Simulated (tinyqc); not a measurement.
## Length offset and series resistance from crossing lines

Inverse problem. R_total = Rs + k (L - dL)/Vo with constant Rs, dL and k. Find k, dL and Rs.

R_total at (L, Vo) = (50, 0.34), (100, 0.34), (50, 0.81) and (100, 0.81), L in nm and Vo in V (ohm um): [645, 1086.1765, 410, 595.18519]

Solution. At each overdrive R is a straight line in L with slope k/Vo; the two lines cross at L = dL, R = Rs.

k = 3.000 ohm um V/nm
dL = 4.100 nm
Rs = 240.0 ohm um

Computed by the program tinyqc: `OMP_NUM_THREADS=1 python tinyqc.py 2282194 2282195 out.jsonl`, one thread of a shared Intel Xeon 2.30GHz, about 0.03 s for the whole run.
